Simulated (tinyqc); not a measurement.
Effective-mass impurity with a central-cell term, in a basis of Slater functions: one step, computed by the program tinyqc. Command: `OMP_NUM_THREADS=1 python tinyqc.py 3011270 3011271 out.jsonl centralcell walk`. One thread of a shared host (Intel(R) Xeon(R) Processor @ 2.30GHz), about 0.01 s of CPU time with the checks.

The envelope obeys H = -nabla^2 - (2/r) [Z + A exp(-kappa r)] in effective units, with kappa = a*/lambda; positive A deepens the well near the core.

Task: Matrices over the s basis. zeta_i = zeta_1 beta^(i-1), i = 1..n. For s functions exp(-zeta r), with s = zeta_i + zeta_j: S = 2/s^3, T = zeta_i zeta_j S, V = -2 Z/s^2, W = -2 A/(s + kappa)^2; each function is normalised by dividing by sqrt(S_ii S_jj).

Inputs (values chosen for the exercise, with screening close to that of beta-Ga2O3):
```
quantity                  value  unit
charge Z of the core          2     -
central-cell strength A   -0.64     -
basis size n                  4     -
smallest exponent zeta_1   0.46  1/a*
ratio beta of exponents     2.7     -
```

Impurity: acceptor, one isotropic band.

kappa = 3.235284 1/a*

Give: exponents; overlap S; kinetic T; Coulomb V; central cell W.

Result:

exponents (1/a*): 0.46  1.242  3.3534  9.05418

overlap S, lower triangle (symmetric):
```
       1      2      3      4
1  1.000
2  0.701  1.000
3  0.276  0.701  1.000
4  0.079  0.276  0.701  1.000
```

kinetic T (Ry*), lower triangle (symmetric):
```
        1         2      3      4
1  0.2116
2  0.4003  1.542564
3  0.4263     2.918  11.25
4  0.3288     3.108  21.27  81.98
```

Coulomb V (Ry*), lower triangle (symmetric):
```
        1       2         3          4
1   -1.84
2  -2.385  -4.968
3  -2.108  -6.440  -13.4136
4  -1.502  -5.691    -17.39  -36.21672
```

central cell W (Ry*), lower triangle (symmetric):
```
         1       2      3      4
1  0.02886
2  0.09070  0.2999
3   0.1974  0.7097  1.953
4   0.2677   1.054  3.501  8.342
```

Caution: the effective Bohr radius is only a few bond lengths, so the envelope approximation is rough.
